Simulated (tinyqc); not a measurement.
# Inputs raised by 10 %, one at a time

Model: two-step dopant diffusion (predeposition and drive-in) with a constant diffusivity. Computed by tinyqc, a small Python program. Command: `OMP_NUM_THREADS=1 python tinyqc.py 3017746 3017747 out.jsonl dopdiff sens`. One thread of a shared host (Intel(R) Xeon(R) Processor @ 2.30GHz), about 0.04 s of CPU time with the checks.

Fick diffusion into a half space x > 0 whose background doping C_B is of the opposite type, so that a junction lies where C = C_B.

Inputs (values chosen for the exercise, modelled on boron in silicon): prefactor D0 = 1.12 cm^2/s; activation energy E = 3.52 eV; surface concentration C_s = 1.6e+19 1/cm^3; background doping C_B = 8e+14 1/cm^3; predeposition temperature T1 = 1025 C; predeposition time t1 = 30 min; drive-in temperature T2 = 1150 C; drive-in time t2 = 60 min; mean mobility in the layer mu = 53 cm^2/(V s).

Furnace ramps of the drive-in: none.

Constants: k_B = 8.617333262e-05 eV/K; e = 1.602176634e-19 C.

Method:
- D = D0 exp(-E/(k_B T)).
- Temperatures in kelvin are T(C) + 273.15.
- Times in seconds are 60 times the minutes.
- (Dt)2 = D2 t2, t2 in seconds.
- C = C_s erfc(x/(2 sqrt(D1 t1))); dose Q = 2 C_s sqrt(D1 t1/pi); the junction solves erfc(z) = C_B/C_s with x_j = 2 z sqrt(D1 t1).
- With a sealed surface and a thin source, C = Q/sqrt(pi (Dt)2) exp(-x^2/(4 (Dt)2)); x_j = 2 sqrt((Dt)2 ln(C(0)/C_B)); gradient at the junction |dC/dx| = C_B x_j/(2 (Dt)2).
- Net dose Q_net = Q erf(x_j/(2 sqrt((Dt)2))) - C_B x_j; R_s = 1/(e mu Q_net), with every dopant ionised and one mobility.

Runs; columns: (1) input moved; (2) from; (3) to; (4) junction depth x_j (um); (5) surface concentration C(0) (Gaussian) (1/cm^3); (6) sheet resistance R_s (Gaussian) (ohm/square); (7) dose Q (1/cm^2):
```
(1)                                             (2)       (3)     (4)         (5)     (6)         (7)
base run                                          -         -  2.0656  1.8086e+18   990.0  1.1913e+14
prefactor D0 (cm^2/s)                          1.12     1.232  2.1664  1.8086e+18   943.9  1.2494e+14
activation energy E (eV)                       3.52     3.872  0.4874  1.5752e+18  4775.4  2.4702e+13
surface concentration C_s (1/cm^3)          1.6e+19  1.76e+19  2.0783  1.9894e+18   899.9  1.3104e+14
predeposition time t1 (min)                      30        33  2.0719  1.8969e+18   943.9  1.2494e+14
drive-in time t2 (min)                           60        66  2.1597  1.7244e+18   990.1  1.1913e+14
mean mobility in the layer mu (cm^2/(V s))       53      58.3  2.0656  1.8086e+18   900.0  1.1913e+14
```

Exponents ln(y'/y) / ln(x'/x):
```
input                          junction depth x_j  surface concentration C(0) (Gaussian)  sheet resistance R_s (Gaussian)   dose Q
prefactor D0                                0.500                                   0.00                           -0.500    0.500
activation energy E                       -15.152                                  -1.45                           16.509  -16.507
surface concentration C_s                   0.064                                   1.00                           -1.001    1.000
predeposition time t1                       0.032                                   0.50                           -0.501    0.500
drive-in time t2                            0.468                                  -0.50                            0.001    0.000
mean mobility in the layer mu               0.000                                   0.00                           -1.000    0.000
```

Which inputs matter most for each result?

Among the inputs moved here: junction depth x_j answers most in size to activation energy E (exponent -15.152), next to prefactor D0 (+0.500); its exponent is below 0.0005 for mean mobility in the layer mu. Its exponent +0.468 in drive-in time t2: the diffusion length sets the depth. Surface concentration C(0) (Gaussian) answers most in size to activation energy E (exponent -1.450), next to surface concentration C_s (+1.000); its exponent is below 0.0005 for prefactor D0, mean mobility in the layer mu. Its exponent 0.000 in prefactor D0: dose and width both scale as sqrt(D0). Its exponent -0.500 in drive-in time t2: a fixed dose spreads over a width sqrt(D t). Sheet resistance R_s (Gaussian) answers most in size to activation energy E (exponent +16.509), next to surface concentration C_s (-1.001). Its exponent -1.001 in surface concentration C_s: the net dose follows C_s. Its exponent -0.501 in predeposition time t1: R_s is inverse to the dose. Dose Q answers most in size to activation energy E (exponent -16.507), next to surface concentration C_s (+1.000); its exponent is below 0.0005 for drive-in time t2, mean mobility in the layer mu. Its exponent +1.000 in surface concentration C_s: the problem is linear in C_s. Its exponent +0.500 in predeposition time t1: a constant source admits a dose that grows as sqrt(D t).

Caution (all rows): C_s exceeds the intrinsic carrier density of silicon at the predeposition temperature (2e18 to 1e19 per cm^3), where real diffusivities rise with concentration and profiles turn box-like.
